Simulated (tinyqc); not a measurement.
Epitaxial growth on a vicinal surface: Burton-Cabrera-Frank step flow, step-edge barrier and island nucleation: one step, computed by the program tinyqc. Command: `OMP_NUM_THREADS=1 python tinyqc.py 3006725 3006726 out.jsonl stepflow walk`. One thread of a shared host (Intel(R) Xeon(R) Processor @ 2.30GHz), about 0.04 s of CPU time with the checks.

Adatoms land at rate F, hop on a square grid (a simplification for hexagonal faces), desorb, or join steps. Lengths are in units of a and n is the adatom coverage. Steps ascend at x = 0 and descend at x = l.

Question. Scales. D = nu exp(-E_d/(k_B T)) (a^2/s, nu counted per direction); tau = exp(E_a/(k_B T))/nu; x_s = sqrt(D tau); n_eq = exp(-E_f/(k_B T)); terrace width l = h/(a tan(miscut)); Schwoebel length l_s = exp(E_s/(k_B T)) - 1. Temperatures in kelvin are T(C) + 273.15.

Inputs (values chosen for the exercise, close to those used for Ge(001)):
```
quantity                     value      unit
site spacing a                   4  angstrom
step height h                 1.41  angstrom
diffusion barrier E_d        0.658        eV
desorption energy E_a          2.5        eV
adatom formation energy E_f   1.03        eV
step-edge barrier E_s        0.031        eV
attempt frequency nu             1       THz
miscut angle                     1   degrees
temperature T                  580         C
```

Constants: k_B = 8.617333262e-05 eV/K.

Give: D; lifetime tau; diffusion length x_s; equilibrium coverage n_eq; terrace width l; Schwoebel length l_s.

Answer.

D = 1.297e+08 a^2/s

lifetime tau = 586.3 s

diffusion length x_s = 2.758e+05 a

equilibrium coverage n_eq = 8.232e-07

terrace width l = 20.19 a

Schwoebel length l_s = 0.5245 a

l/x_s = 7.32e-5: nearly every adatom reaches a step.
